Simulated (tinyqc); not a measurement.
# Delta-doped HEMT, charge control, step by step

Numbers from tinyqc (`OMP_NUM_THREADS=1 python tinyqc.py 2180013 2180014 out.jsonl`; about 0.01 s on one thread of a shared Intel Xeon 2.30GHz). Printed values are rounded.

A two-dimensional electron gas of density ns under a barrier. EF and the subbands are counted from the conduction-band edge of the channel at the interface. Two subbands of a triangular well with an infinite wall, parabolic band, no carriers in the barrier.

Values chosen for this exercise; material values close to those of InGaP on GaAs:

| symbol | value | unit | meaning |
|---|---|---|---|
| T | 300 | K | temperature |
| d | 18 | nm | barrier thickness from gate to channel |
| ds | 3.5 | nm | undoped spacer next to the channel |
| me | 0.0668 | m0 | electron mass in the channel |
| ec | 12.6 |  | relative permittivity of the channel |
| ebr | 11.6 |  | relative permittivity of the barrier |
| phiB | 0.978 | eV | barrier height of the gate |
| dEc | 0.126 | eV | conduction-band offset |
| ND | 4.9e12 | cm^-2 | sheet density of the donor plane at ds from the channel |
| eta | 0.6875 |  | share of ns that counts in the confining field |
| Nb | 0 | cm^-2 | depletion charge of the buffer |
| Vg | 0.14 | V | gate voltage |

Constants: q = 1.602176634e-19 C, kB = 1.380649e-23 J/K, hbar = 1.054571817e-34 J s, m0 = 9.1093837015e-31 kg, Vt = kB T/q, eps0 = 8.8541878128e-14 F/cm where lengths are in cm, hbar^2/(2 m0) = 0.0380998212 eV nm^2. Results are converted to the units shown.

Range of the model: EF comes within a fifth of the band offset of the barrier edge or exceeds it, so the levels of an infinite wall are unreliable: the wave functions reach well into the barrier. The band minimum in the barrier comes within 3 Vt of EF or below it, so the barrier is not fully depleted.

## Barrier and off voltage

Fully depleted barrier with eb = ebr: Vp = q ND (d - ds)/(eps0 eb); donors per area ND; Voff = phiB - dEc - Vp.

Vp = 1.10833 V
donors per area = 4.9e12 cm^-2
eb = 11.6
Voff = -0.256327 V

## Starting value

ns = 8.5e11 cm^-2, about 0.6 of eps0 eb (Vg - Voff)/(q d).

ns at the start = 8.5e11 cm^-2

## Iteration 1: new ns

F = q (eta ns + Nb)/(eps0 ec) in eV/nm; E_k = a_k (C F^2/me)^(1/3), a_0 = 2.338107, a_1 = 4.087949, C = hbar^2/(2 m0); D = me m0 q/(pi hbar^2); ns = D Vt [ln(1 + exp((EF - E_0)/Vt)) + ln(1 + exp((EF - E_1)/Vt))], which gives EF = E_0 + Vt ln{2 s/[(1 + u) + sqrt((1 + u)^2 + 4 u s)]} with s = exp(ns/(D Vt)) - 1, u = exp((E_0 - E_1)/Vt). Newton: g = ns + Nb - eps0 eb (Vg - Voff - EF)/(q d), ns(new) = ns - g/(1 + (eps0 eb/(q d)) dEF/dns), the derivative by central differences over +/- 0.01 % of ns.

E_0 = 0.0800759 eV
E_1 = 0.140005 eV
EF = 0.0947973 eV
dEF/dns = 0.117203 eV per 1e12 cm^-2
ns after iteration 1 = 1.00795e12 cm^-2

## Iteration 2: new ns

As before.

E_0 = 0.0897113 eV
E_1 = 0.156851 eV
EF = 0.112614 eV
dEF/dns = 0.108846 eV per 1e12 cm^-2
ns after iteration 2 = 1.00973e12 cm^-2

## Iteration 3: new ns

As before.

E_0 = 0.0898171 eV
E_1 = 0.157036 eV
EF = 0.112808 eV
dEF/dns = 0.108766 eV per 1e12 cm^-2
ns after iteration 3 = 1.00973e12 cm^-2

## Course of the iteration

Stop when the step is below 1e-10 of the value, or after 30 iterations.

Course of the iteration:

| iteration | ns before the step (cm^-2) | step (cm^-2) |
|---|---|---|
| 1 | 8.5e11 | 1.58e11 |
| 2 | 1.00795e12 | 1.78e9 |
| 3 | 1.00973e12 | 1.84e5 |
| 4 | 1.00973e12 | < 1e-1 |

Converged in 4 iterations.

## Fermi level, second subband and capacitance

converged ns = 1.00973e12 cm^-2

F = q (eta ns + Nb)/(eps0 ec) in eV/nm; E_k = a_k (C F^2/me)^(1/3), a_0 = 2.338107, a_1 = 4.087949, C = hbar^2/(2 m0); D = me m0 q/(pi hbar^2); ns = D Vt [ln(1 + exp((EF - E_0)/Vt)) + ln(1 + exp((EF - E_1)/Vt))], which gives EF = E_0 + Vt ln{2 s/[(1 + u) + sqrt((1 + u)^2 + 4 u s)]} with s = exp(ns/(D Vt)) - 1, u = exp((E_0 - E_1)/Vt). Gate capacitance C = q dns/dVg = eps0 eb/(d + dd), dd = (eps0 eb/q) dEF/dns. dEF/dns by central differences over +/- 0.01 % of ns.

EF = 0.112808 eV
share of the second subband = 11.8684 %
dd = 6.97252 nm
C = 0.411286 uF/cm^2

The rise of EF with ns acts as 6.97 nm of extra barrier, 38.7 % of d. EF is 0.90 of the band offset dEc.
